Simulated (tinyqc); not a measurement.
# Resistance of a source-drain extension with a graded tip, step by step

Computed by the program tinyqc: `OMP_NUM_THREADS=1 python tinyqc.py 2282090 2282091 out.jsonl`, one thread of a shared Intel Xeon 2.30GHz, about 0.06 s for the whole run. Printed values are rounded.

y runs along the channel, the gate covers y > 0. The doping is N0 for y < y0 and N0 10^(-(y - y0)/la) beyond, uniform over the depth xj. Sheet conductance s(y) = q mu(N) max(N - Nch, 0) xj + (for y > 0) ma Cox Vo, with mu(N) = u0 + (u1 - u0)/(1 + (N/Nr)^au) and Cox = eps0 eox/tox. Current is taken as one-dimensional; depletion of the tip, spreading and the contact are left out. The metallurgical junction lies at yj, where N = Nch.

Values chosen for this exercise; mobility law close to that of holes in silicon: relative permittivity of the gate insulator (close to silicon dioxide) eox = 3.9; insulator thickness tox = 3.7 nm; active doping of the extension far from the gate N0 = 2.8e20 cm^-3; lateral abruptness la = 3.1 nm/decade; position under the gate where the fall begins (gate edge at 0) y0 = 2.7 nm; depth of the extension xj = 23 nm; channel doping Nch = 3.1e18 cm^-3; gate overdrive Vo = 0.82 V; mobility of the gate-induced layer ma = 52 cm^2/(V s); mobility at low doping u1 = 470.5 cm^2/(V s); mobility at high doping u0 = 44.9 cm^2/(V s); reference doping Nr = 2.23e17 cm^-3; exponent au = 0.719; gate length Lg = 60 nm.

Constants: q = 1.602176634e-19 C, eps0 = 8.8541878128e-14 F/cm where lengths are in cm. Results are converted to the units shown.

## Sheet resistances and junction position

yj = y0 + la log10(N0/Nch); sheet resistance of the full extension 1/[q mu(N0)(N0 - Nch) xj] and of the gate-induced layer 1/(ma Cox Vo); metallurgical length Lg - 2 yj; ye is where the doped and the gate-induced conductances are equal.

yj = 8.762969 nm
sheet resistance of the extension = 206.7464 ohm/square
sheet resistance of the induced layer = 25128.77 ohm/square
metallurgical length = 42.47406 nm
ye = 8.323383 nm
N at ye = 4.296982e18 cm^-3

The gate takes over 0.440 nm before the junction, where N is still 1.39 times the channel doping.

## Resistance of the overlapped part

Midpoint rule on 8 equal steps from 0 to yj: R_ov = sum h/s(y), per width.

y, point 0 to 7 (nm): [0.5476855, 1.643057, 2.738428, 3.833799, 4.929170, 6.024541, 7.119912, 8.215283]
N, point 0 to 7 (cm^-3): [2.8e20, 2.8e20, 2.721210e20, 1.206192e20, 5.346517e19, 2.369875e19, 1.050461e19, 4.656230e18]
doped conductance, point 0 to 7 (uS): [4836.843, 4836.843, 4704.326, 2142.023, 984.0393, 449.8086, 191.0004, 50.42814]
sheet resistance, point 0 to 7 (ohm/square): [205.0593, 205.0593, 210.7872, 458.3334, 976.7205, 2042.468, 4332.841, 11083.63]
R_ov = 21.376 ohm um

The exact integral is 23.167 ohm um; the coarse sum is 7.7 % below it.
